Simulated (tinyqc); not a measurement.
# p-n diode, drift-diffusion by the Gummel loop with Scharfetter-Gummel fluxes: what changes with what

Abrupt junction at x = 0, p side from -Lp, n side to Ln, ohmic contacts. psi is counted from the intrinsic level; n = ni exp((psi - phin)/Vt), p = ni exp((phip - psi)/Vt). Contacts: p side psi = V - Vt ln(Na/ni), p = Na, n = ni^2/Na; n side psi = Vt ln(Nd/ni), n = Nd, p = ni^2/Nd. Constant mobilities, D = mu Vt, Boltzmann statistics, SRH recombination through a mid-gap level, U = (n p - ni^2)/(tp (n + ni) + tn (p + ni)). Current is positive from the p contact to the n contact.

Values chosen for this exercise; band and dielectric values close to those of silicon:
- T = 300 K (temperature)
- Eg = 1.14 eV (band gap)
- eps_r = 11.8 (relative permittivity)
- Nc = 2.78e19 cm^-3 (conduction-band density of states at T)
- Nv = 2.63e19 cm^-3 (valence-band density of states at T)
- Na = 4.2e16 cm^-3 (acceptor density of the p side)
- Nd = 3.8e17 cm^-3 (donor density of the n side)
- mun = 540 cm^2/(V s) (electron mobility)
- mup = 250 cm^2/(V s) (hole mobility)
- tn = 8e-8 s (SRH lifetime of electrons)
- tp = 5e-9 s (SRH lifetime of holes)
- Lp = 3.1 um (length of the p side)
- Ln = 2.1 um (length of the n side)
- G = 0 cm^-3 s^-1 (uniform generation rate)

Constants: q = 1.602176634e-19 C, kB = 1.380649e-23 J/K, Vt = kB T/q, eps0 = 8.8541878128e-14 F/cm where lengths are in cm. Results are converted to the units shown.

Each table varies one quantity; the others keep the values above.

## Current against voltage in the dark

ni = sqrt(Nc Nv) exp(-Eg/(2 Vt)), Eg in volts. Poisson and both continuity equations are solved self-consistently with Scharfetter-Gummel fluxes on a graded mesh of 500 nodes. J_scr is q times the integral of U between -xp and xn. Ideal diffusion current J_id = q ni^2 [Dn coth(wp/Le)/(Le Na) + Dp coth(wn/Lh)/(Lh Nd)] (exp(V/Vt) - 1), Le = sqrt(Dn tn), Lh = sqrt(Dp tp), wp = Lp - xp, wn = Ln - xn, with xp and xn from the depletion approximation (W = sqrt(2 eps0 eps_r (Vbi - V)(1/Na + 1/Nd)/q), xp = W Nd/(Na + Nd), xn = W Na/(Na + Nd), Vbi = Vt ln(Na Nd/ni^2)). Ideality factor = 0.004 V/(Vt ln[J(V + 0.004 V)/J(V)]). Here G = 0.

In this table G = 0 cm^-3 s^-1.

Current against voltage in the dark:

| V (V) | J (A/cm^2) | ideality factor | J_scr/J (%) | J_id (A/cm^2) | share recombining at the contacts (%) | larger minority/doping at -xp and xn |
|---|---|---|---|---|---|---|
| 0.17 | 9.30e-7 | 1.82 | 99.2 | 7.51e-9 | 0.747 | 3.35e-11 |
| 0.24 | 4.04e-6 | 1.84 | 97.2 | 1.13e-7 | 2.57 | 4.98e-10 |
| 0.32 | 2.26e-5 | 1.72 | 89.1 | 2.48e-6 | 10.1 | 1.09e-8 |
| 0.39 | 1.22e-4 | 1.47 | 69.5 | 3.71e-5 | 28.2 | 1.62e-7 |
| 0.46 | 9.13e-4 | 1.22 | 39.4 | 5.54e-4 | 56.0 | 2.39e-6 |
| 0.53 | 0.00984 | 1.08 | 15.9 | 0.00829 | 77.7 | 3.52e-5 |
| 0.6 | 0.131 | 1.03 | 5.39 | 0.124 | 87.4 | 5.14e-4 |
| 0.67 | 1.87 | 1.01 | 1.73 | 1.85 | 90.8 | 0.00727 |
| 0.74 | 26.2 | 1.06 | 0.537 | 27.6 | 91.9 | 0.0892 |

Read the table: what changes, and by how much?

J rises from 9.30e-7 to 26.2 A/cm^2; the ideality factor moves up and down between 1.01 and 1.84. Recombination in the depleted layer carries over half of the current up to V = 0.39 V, where the factor is 1.47; it grows roughly as exp(V/2 Vt), so diffusion overtakes it. Where the factor is lowest (V = 0.67 V), J is 1.0 % above the ideal diffusion current.

## Effect of the length of the n side at fixed bias

Same model as above.

In this table V = 0.42 V.

Effect of the length of the n side at fixed bias:

| Ln (um) | J (A/cm^2) | ideality factor | J_scr/J (%) | J_id (A/cm^2) | share recombining at the contacts (%) | larger minority/doping at -xp and xn |
|---|---|---|---|---|---|---|
| 2.1 | 2.75e-4 | 1.35 | 57.1 | 1.18e-4 | 39.7 | 5.13e-7 |
| 3.5 | 2.73e-4 | 1.36 | 57.4 | 1.17e-4 | 38.6 | 5.13e-7 |
| 5.7 | 2.73e-4 | 1.36 | 57.5 | 1.16e-4 | 38.0 | 5.13e-7 |
| 9.4 | 2.73e-4 | 1.36 | 57.5 | 1.16e-4 | 37.8 | 5.13e-7 |
| 15 | 2.73e-4 | 1.36 | 57.5 | 1.16e-4 | 37.7 | 5.13e-7 |
| 25 | 2.73e-4 | 1.36 | 57.5 | 1.16e-4 | 37.7 | 5.13e-7 |
| 42 | 2.73e-4 | 1.36 | 57.5 | 1.16e-4 | 37.7 | 5.13e-7 |

Read the table: what changes, and by how much?

As Ln rises from 2.1 to 42, J falls from 2.75e-4 to 2.73e-4 A/cm^2, the share of the depleted layer rises from 57.1 to 57.5 % and the share lost at the contacts falls from 39.7 to 37.7 %. The exponent d ln J/d ln Ln is -0.01 between the first two rows and 0.00 between the last two. J less J_scr is 0.18 % below J_id in the last row.

Program tinyqc, `OMP_NUM_THREADS=1 python tinyqc.py 2240167 2240168 out.jsonl`; Intel Xeon 2.30GHz, shared host, one thread, about 0.2 s.
